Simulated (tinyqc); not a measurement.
# Scattering of inversion-layer electrons by surface optical phonons of the gate insulator (remote phonon scattering), step by step

A worked calculation. Computed by tinyqc, a small Python program that keeps every step. Command: `OMP_NUM_THREADS=1 python tinyqc.py 3114024 3114025 out.jsonl sophonon walk`. One thread of a shared host (Intel(R) Xeon(R) Processor @ 2.30GHz), about 0.01 s of CPU time with the checks. Intermediate numbers are printed to about 7 digits and carried at full precision; extremes and crossings named in words are read from the listed rows.

One subband with the Fang-Howard envelope; insulator and channel are half-spaces, the gate is far away, and an interlayer only moves the polar surface away by t (its own modes and its permittivity contrast are left out).

Inputs (values chosen for the exercise, modelled on SiO2 on In0.53Ga0.47As):
```
quantity                                   value        unit
static constant of the insulator eps_0s     3.81           -
intermediate constant eps_i                  3.1           -
optical constant eps_inf                    2.49           -
hbar omega_TO1                              54.9         meV
hbar omega_TO2                               136         meV
constant of the channel eps_s               13.9           -
in-plane mass m                           0.0423         m_0
valleys g_v                                    1           -
sheet density n                          1.5e+12      1/cm^2
mean distance of the electrons z0 = 3/b      5.8          nm
interlayer thickness t                       1.2          nm
temperature T                                250           K
electron energy E                             27         meV
mobility from other processes               2160  cm^2/(V s)
```

Screening by the channel electrons: none.

Constants: k_B = 8.617333262e-05 eV/K; hbar^2/(2 m_0) = 3.80998212 eV angstrom^2; e^2/(4 pi eps_0) = 14.39964548 eV angstrom; hbar = 6.582119569e-16 eV s; e = 1.602176634e-19 C; m_0 = 9.1093837015e-31 kg.

## Surface modes and strengths

eps(w) = eps_inf + (eps_0s - eps_i) w1^2/(w1^2 - w^2) + (eps_i - eps_inf) w2^2/(w2^2 - w^2). Surface modes solve eps(w) + eps_s = 0, a quadratic in w^2; the strength of a mode is g = 2/(w d eps/dw). Occupation N = 1/(exp(hbar w/(k_B T)) - 1).

hbar omega_SO (meV): 1 56.0265, 2 138.5279

strengths g: 1 0.002323907, 2 0.002223632

occupations N: 1 0.08017697, 2 0.00161473

hbar omega g (2 N + 1) (meV): 1 0.1510786, 2 0.3090298

The lower mode has the larger hbar omega g N, the prefactor of absorption before the dependence on q: 0.0104 and 4.97e-4 meV.

## The electron gas

Density of states D = g_v m/(pi hbar^2); eta = E_F/(k_B T) = ln(exp(n/(D k_B T)) - 1); screening wave number q_s = e^2 D/(2 eps_0 eps_avg) x 1/(1 + exp(-eta)), eps_avg = (eps_s + eps_inf)/2; b = 3/z0.

D = 1.767004e+13 1/(eV cm^2)

eta = 3.920773

q_s = 0.1912909 1/nm

b = 0.5172414 1/nm

## Squared matrix elements

For a mode of strength g, without the occupation factor, Area x |M(q)|^2 = e^2 hbar w g/(2 eps_0 q) x (b/(b + q))^6 exp(-2 q t).

Area x |M|^2 (meV^2 nm^2):
```
q (1/nm)  (b/(b + q))^6  exp(-2 q t)        mode 1        mode 2
0.05       5.748468e-01    0.8869204  1.201188e+04  2.841833e+04
0.10       3.462816e-01    0.7866279  3.208802e+03  7.591551e+03
0.20       1.406590e-01    0.6187834  5.126494e+02  1.212853e+03
0.30       6.427728e-02    0.4867523  1.228538e+02  2.906538e+02
0.50       1.728285e-02    0.3011942  1.226412e+01  2.901509e+01
0.80       3.665788e-03    0.1466070  7.913639e-01  1.872250e+00
1.20       7.467436e-04    0.0561348  4.114967e-02  9.735403e-02
```

## Rates at the energy E

Approximate momentum relaxation rate, taking tau v alike in the initial and final states: 1/tau = (m/(2 pi hbar^3)) sum over modes and over absorption (N, E' = E + hbar w) and emission (N + 1, E' = E - hbar w > 0) of [(1 - f(E'))/(1 - f(E))] int_0^(2 pi) Area |M(q)|^2 (1 - cos theta) d theta, q^2 = k^2 + k'^2 - 2 k k' cos theta, f the Fermi function; 48 midpoints in theta from 0 to pi.

rates (1/ps): mode 1 absorption 0.03038359, mode 1 emission 0.00000000, mode 2 absorption 0.00071341, mode 2 emission 0.00000000

tau at E = 32157.44 fs

## Mobility

mu = (e/m) int tau E f (1 - f) dE/(k_B T int f dE), by 300 midpoints from 0 to (max(eta, 0) + 14) k_B T; Matthiessen sum with the other processes.

remote-phonon mobility = 3686779 cm^2/(V s)

total mobility = 2158.735 cm^2/(V s)

loss of mobility = 0.05855342 %

Caution: a relaxation time is only an approximation for inelastic scattering, and static or no screening brackets the true dynamic screening only roughly.

## What an interlayer buys

The formulas are those given above.

Against the interlayer thickness:
```
t (nm)  remote-phonon mobility (cm^2/(V s))  total (cm^2/(V s))
0.0                                 1698133            2157.256
0.3                                 2085849            2157.766
0.6                                 2541311            2158.166
1.0                                 3267364            2158.573
1.5                                 4393721            2158.939
2.0                                 5803158            2159.196
3.0                                 9672585            2159.518
```

1 nm of interlayer raises the remote-phonon mobility by a factor 1.92, as exp(2 q t) with an effective q of 0.33 per nm; between 2 and 3 nm the effective q is 0.26. The total stays at 2160 over the first nanometre.

Checks made by the program: sum of strengths against 1/(eps_s + eps_inf) - 1/(eps_s + eps_0s) (relative difference below 1e-10).
